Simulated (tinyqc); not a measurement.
Worked calculation: one-electron ion in a basis of Gaussians. One step of it, computed by the program tinyqc.

Problem. Matrices over normalised Gaussians. With p = a_i + a_j and I(k) = Gamma((k+1)/2) / (2 p^((k+1)/2)): S = I(2l+2), T = (2l+3) a_i a_j S / p, V = -Z I(2l+1), each divided by sqrt(S_ii S_jj).

exponents of r^l exp(-a r^2) (1/bohr^2): [0.701400, 1.037000, 1.534000, 2.269000, 3.357000, 4.965000]

Z = 3

l = 0

Give: S; T; V.

Solution.

S:
```
[[1.0000, 0.9719, 0.8940, 0.7828, 0.6576, 0.5346],
 [0.9719, 1.0000, 0.9718, 0.8939, 0.7826, 0.6575],
 [0.8940, 0.9718, 1.0000, 0.9719, 0.8939, 0.7827],
 [0.7828, 0.8939, 0.9719, 1.0000, 0.9718, 0.8939],
 [0.6576, 0.7826, 0.8939, 0.9718, 1.0000, 0.9719],
 [0.5346, 0.6575, 0.7827, 0.8939, 0.9719, 1.0000]]
```

T (hartree):
```
[[1.0521, 1.2200, 1.2910, 1.2583, 1.1445, 0.9856],
 [1.2200, 1.5555, 1.8039, 1.9087, 1.8601, 1.6920],
 [1.2910, 1.8039, 2.3010, 2.6684, 2.8235, 2.7517],
 [1.2583, 1.9087, 2.6684, 3.4035, 3.9472, 4.1763],
 [1.1445, 1.8601, 2.8235, 3.9472, 5.0355, 5.8394],
 [0.9856, 1.6920, 2.7517, 4.1763, 5.8394, 7.4475]]
```

V (hartree):
```
[[-4.0094, -4.3379, -4.5249, -4.5673, -4.4844, -4.3075],
 [-4.3379, -4.8751, -5.2750, -5.5021, -5.5534, -5.4525],
 [-4.5249, -5.2750, -5.9293, -6.4156, -6.6920, -6.7543],
 [-4.5673, -5.5021, -6.4156, -7.2112, -7.8030, -8.1388],
 [-4.4844, -5.5534, -6.6920, -7.8030, -8.7714, -9.4907],
 [-4.3075, -5.4525, -6.7543, -8.1388, -9.4907, -10.6672]]
```
